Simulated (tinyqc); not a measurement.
Comparisons within one model: heterojunction of two tight-binding chains. A value that a table varies takes the place of the one given here.

Left chain: hopping -t1, sites at 2 t1 (band bottom 0). Right chain: hopping -t2, sites at dE + 2 t2 (bottom dE). t = c/(m a^2), c = hbar^2/2m0. The bond across the interface is -tc with tc = f sqrt(t1 t2), and the last left site has the extra energy U. In a chain E = bottom + 2t (1 - cos(ka)); the surface Green function of a half chain is g = -exp(ika)/t, with Im k > 0 where cos(ka) > 1.

Constants: hbar^2/2m0 = 3.80998211 eV angstrom^2.

Values chosen for the exercise (masses and offset of the size met at InGaAs / InAlAs; not measured data): a = 4 angstrom (site spacing); m1 = 0.039 m0 (mass on the left); m2 = 0.074 m0 (mass on the right); dE = 0.42 eV (band offset); f = 1 (factor on the interface hopping); U = 0 eV (extra energy on the last left site); E = 0.432 eV (electron energy).

## Transmission against energy, and which matching rule a chain obeys

Chain A is the junction as given; chain B has tc = sqrt(t1 t2) and U = 0; chain C has tc = t2 and U = t2 - t1, the finite-difference form of -d/dx (c/m) d/dx. Continuum formulas T = 4 x y/(x + y)^2 with parabolic k: x, y = k/m on each side (BenDaniel-Duke) or x, y = k (slope continuous).

T:

| E - dE (eV) | E (eV) | chain A | chain B | chain C | k/m matched | k matched |
|---|---|---|---|---|---|---|
| 0.002 | 0.422 | 0.3142 | 0.3142 | 0.1799 | 0.1813 | 0.3165 |
| 0.005 | 0.425 | 0.4495 | 0.4495 | 0.2687 | 0.2707 | 0.4524 |
| 0.010 | 0.430 | 0.5707 | 0.5707 | 0.3565 | 0.3590 | 0.5738 |
| 0.020 | 0.440 | 0.6987 | 0.6987 | 0.4613 | 0.4643 | 0.7019 |
| 0.050 | 0.470 | 0.8531 | 0.8531 | 0.6159 | 0.6192 | 0.8556 |
| 0.100 | 0.520 | 0.9375 | 0.9375 | 0.7293 | 0.7327 | 0.9391 |
| 0.200 | 0.620 | 0.9845 | 0.9845 | 0.8237 | 0.8269 | 0.9851 |
| 0.400 | 0.820 | 0.9996 | 0.9996 | 0.8898 | 0.8930 | 0.9996 |

Chain C follows the k/m rule within 0.0033 and chain B the plain k rule within 0.0032, while the two rules differ by up to 0.2376: in B the self-energy of the right side is -t1 exp(i k2 a), so only k2 enters, and in C it is -t2 exp(i k2 a), which carries 1/m2. Chain A is chain B here.

## When the interface binds a state

A state below both bands solves E - 2 t1 - U - S1(E) - S2(E) = 0 for E < 0, with S1 = -t1 z1, S2 = -(tc^2/t2) z2 and |z| < 1 the decaying root of z + 1/z = 2 - (E - bottom)/t. Decay lengths -a/ln|z|. The threshold is the U that solves the equation at E = 0. A dash: no bound state.

Interface state:

| U (eV) | E (eV) | decay left (angstrom) | decay right (angstrom) |
|---|---|---|---|
| -0.55 | - | - | - |
| -1.11 | - | - | - |
| -1.66 | - | - | - |
| -2.03 | -0.0050 | 139.3 | 11.1 |
| -2.40 | -0.0368 | 51.6 | 10.7 |
| -2.95 | -0.1184 | 28.7 | 9.8 |
| -3.69 | -0.2739 | 18.9 | 8.7 |
| -5.53 | -0.8395 | 10.8 | 6.5 |

threshold U = -1.8431 eV

The step pushes the state out, so an attraction must exceed 1.8431 eV to bind; 5 of the 8 rows are bound. At U = -5.53 eV the state decays over 10.8 angstrom to the left and 6.5 to the right, where the band lies higher.

## What each parameter does

T = 4 Im(S1) Im(S2) |G|^2 with G = 1/(E - 2 t1 - U - S1 - S2), S1 = -t1 exp(i k1 a), S2 = -(tc^2/t2) exp(i k2 a). Each row changes one parameter from the base and keeps the others.

Results:

| case | T | k1 a | k2 a |
|---|---|---|---|
| base | 0.6042 | 0.2668 | 0.0611 |
| m1 = 0.0468 m0 | 0.5691 | 0.2924 | 0.0611 |
| m2 = 0.0888 m0 | 0.6391 | 0.2668 | 0.0669 |
| dE = 0.37 eV | 0.8994 | 0.2668 | 0.1389 |
| f = 0.9 | 0.4260 | 0.2668 | 0.0611 |
| U = 0.2 eV | 0.6106 | 0.2668 | 0.0611 |
| a = 3.2 angstrom | 0.6054 | 0.2132 | 0.0489 |

The largest shifts from the base row, up to three for each result and ties (the steps differ in size, so this ranks the rows, not the parameters). T: dE +0.2952, f -0.1782, m1 -0.0351. k1 a: a -0.0536, m1 +0.0256; unchanged at the printed digits by m2, dE, f and U. k2 a: dE +0.0778, a -0.0122, m2 +0.0058; unchanged at the printed digits by m1, f and U.

Computed by tinyqc, a small Python program: `OMP_NUM_THREADS=1 python tinyqc.py 1452312 1452313 out.jsonl` (the numbers bound the seed that draws the inputs); one thread of a shared host (Intel(R) Xeon(R) Processor @ 2.30GHz), about 0.01 s for the whole set of steps.
